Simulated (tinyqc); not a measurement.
## Circuit elements from the admittance matrix

Question. Y belongs to a common-source circuit with y11 = i w (Cgs + Cgd), y12 = -i w Cgd, y21 = gm - i w Cgd, y22 = gds + i w (Cgd + Cd) and a resistance Rg in series with the gate; w = 2 pi f. Find Rg, Cgs + Cgd, Cgd, gm, gds and Cd.

Parameters, values chosen for the exercise: signal frequency f = 0.2 GHz.

Y with Rg (mS):
```
                            1                            2
1  0.0000738201+0.1401654824i  -0.0000174722-0.0331752092i
2  0.5385948935-0.0334588767i   0.0080833585+0.0704388134i
```

Answer. 1/Y11 = Rg + 1/(i w (Cgs + Cgd)) gives Rg; removing it from Z11 returns the inner y, whose parts are read off.

Rg = 3.757 ohm
Cgs + Cgd = 111.5 fF
Cgd = 26.40 fF
gm = 0.5386 mS
gds = 0.008079 mS
Cd = 29.60 fF

Computed by the program tinyqc: `OMP_NUM_THREADS=1 python tinyqc.py 2150112 2150113 out.jsonl`, one thread of a shared Intel Xeon 2.30GHz, about 0.01 s for the whole run.
